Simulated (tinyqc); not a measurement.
Schottky barrier on an n-type semiconductor with a doping step, non-linear Poisson equation by Newton steps: course of the Newton iteration.

One dimension, metal at x = 0, donor density C(x) = N1 for x < x1 and Nd beyond. Energies are counted from the electron Fermi level of the semiconductor and the conduction-band edge is Ec = -psi, so n = Nc exp(psi/Vt); holes follow the Fermi level of the metal, at -V, so p = Nv exp((V - psi - Eg)/Vt). Ends: psi(0) = V - phiB and psi = Vt ln(Nd/Nc) deep inside. Boltzmann statistics, full ionisation, no current, no image force in the Poisson equation.

a_i = eps0 eps_r/h_i for the interval from node i to i + 1, with h_i = x_(i+1) - x_i in cm.

Start: A straight line in x from psi_0 = V - phiB to psi_b = Vt ln(Nd/Nc).

n_i = Nc exp(psi_i/Vt), p_i = Nv exp((V - psi_i - Eg)/Vt), rho_i = p_i - n_i + C_i, g_i = (n_i + p_i)/Vt. Box widths w_i = (h_(i-1) + h_i)/2 in cm. Residual F_i = a_i (psi_(i+1) - psi_i) - a_(i-1) (psi_i - psi_(i-1)) + q rho_i w_i; Jacobian: a_(i-1) and a_i beside the diagonal, b_i = -a_(i-1) - a_i - q g_i w_i on it. The two end nodes are fixed.

Solve the tridiagonal system a_(i-1) d_(i-1) + b_i d_i + a_i d_(i+1) = -F_i for nodes 1 to 11, with d = 0 on fixed nodes. If the largest |d| exceeds 4 Vt, the whole step is scaled down so that it equals 4 Vt.

Stop when the largest undamped |d| is below 1e-9 V, or after 80 iterations.

Inputs (values chosen for the exercise); band and dielectric values those of a made-up semiconductor:
- T = 293 K (temperature)
- Eg = 0.806 eV (band gap)
- eps_r = 11.9 (relative permittivity)
- Nc = 1.67e17 cm^-3 (conduction-band density of states at T)
- Nv = 7.69e18 cm^-3 (valence-band density of states at T)
- Nd = 5.4e15 cm^-3 (donor density deep in the semiconductor)
- phiB = 0.42 eV (barrier height)
- V = 0 V (bias of the metal against the semiconductor)
- x1 = 270 nm (depth of the doping step)
- N1 = 1.6e16 cm^-3 (donor density above the step)

Constants: q = 1.602176634e-19 C, kB = 1.380649e-23 J/K, Vt = kB T/q, eps0 = 8.8541878128e-14 F/cm where lengths are in cm. Results are converted to the units shown.

```
node	x (nm)	donor density C (cm^-3)
0	0	1.6e16
1	27	1.6e16
2	59.6	1.6e16
3	98.9	1.6e16
4	146	1.6e16
5	204	1.6e16
6	273	5.4e15
7	356	5.4e15
8	457	5.4e15
9	578	5.4e15
10	724	5.4e15
11	901	5.4e15
12	1110	5.4e15
```

Course of the iteration:
```
iteration	largest |F| (C/cm^2)	largest |d| (V)	at node
1	1.63e-8	1.20	8
2	1.49e-8	0.650	6
3	1.24e-8	0.265	4
4	5.66e-9	0.0562	3
5	3.51e-9	8.10e-3	4
6	3.14e-10	8.44e-4	4
7	2.72e-12	7.50e-6	4
8	2.10e-16	5.88e-10	4
```

Did this iteration meet its convergence test, and what does its course show?

Yes. Converged in 8 iterations. Once the step is below 0.1 Vt, 2 more iteration(s) reach the threshold: near the solution the error is roughly squared each time.

Computed by the program tinyqc: `OMP_NUM_THREADS=1 python tinyqc.py 2020044 2020045 out.jsonl`, one thread of a shared Intel Xeon 2.30GHz, about 0.06 s for the whole run.
